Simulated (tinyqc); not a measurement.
Conduction-band offset of an n-N heterojunction from carrier-profile moments: one step of the calculation.

Layer 1 (x < 0) accumulates electrons and layer 2 (x > 0) is depleted. Boltzmann statistics. The bands bend down by V1 in layer 1 and up by V2 in layer 2, with V1 + V2 = VD = dE + Vt ln[(N2/Nc2)/(N1/Nc1)].

Problem. Offset from the moments. A C-V profile smears n(x) but keeps its zeroth and first moments: si = -int (N - n) dx, VD = (q/(eps0 eps_r)) int (N - n) x dx, dE = VD - Vt ln[(N2/Nc2)/(N1/Nc1)]. Use the trapezoidal rule on each side.

Inputs (values chosen for the exercise); values of the order of III-V alloys: temperature T = 300 K; relative permittivity of both layers eps_r = 13.2; density of states of the narrow-gap layer 1 Nc1 = 7.5e17 cm^-3; density of states of the wide-gap layer 2 Nc2 = 7.7e17 cm^-3; conduction-band offset dE = 0.28 eV; donor density in layer 1 N1 = 1.6e16 cm^-3; donor density in layer 2 N2 = 8.5e15 cm^-3; fixed charge at the interface si = -7.4e10 cm^-2.

Constants: q = 1.602176634e-19 C, kB = 1.380649e-23 J/K, Vt = kB T/q, eps0 = 8.8541878128e-14 F/cm where lengths are in cm. Results are converted to the units shown.

-x, left point 0 to 9 (nm): [0, 0.794, 4.81, 13.8, 29.2, 52.1, 83.7, 125, 177, 240]
x, right point 0 to 9 (nm): [0, 29.7, 73.2, 124, 180, 241, 305, 373, 444, 517]
n in layer 1, left point 0 to 9 (cm^-3): [5.51859e16, 5.32692e16, 4.53533e16, 3.44183e16, 2.54789e16, 2.01295e16, 1.74954e16, 1.64305e16, 1.60934e16, 1.60149e16]
n in layer 2, right point 0 to 9 (cm^-3): [1.12064e12, 1.13239e13, 1.63882e14, 1.30420e15, 4.24695e15, 6.91680e15, 8.05056e15, 8.39095e15, 8.47568e15, 8.49483e15]

Find: si; VD; dE.

Solution.

si = -7.0597e10 cm^-2
VD = 0.26103 V
dE = 0.27806 eV

On these few points dE comes out -1.9 meV from the true 0.28 eV, and si misses by 3.4e9 cm^-2, 4.0 % of Q1.

Numbers from tinyqc (`OMP_NUM_THREADS=1 python tinyqc.py 2410057 2410058 out.jsonl`; about 0.09 s on one thread of a shared Intel Xeon 2.30GHz).
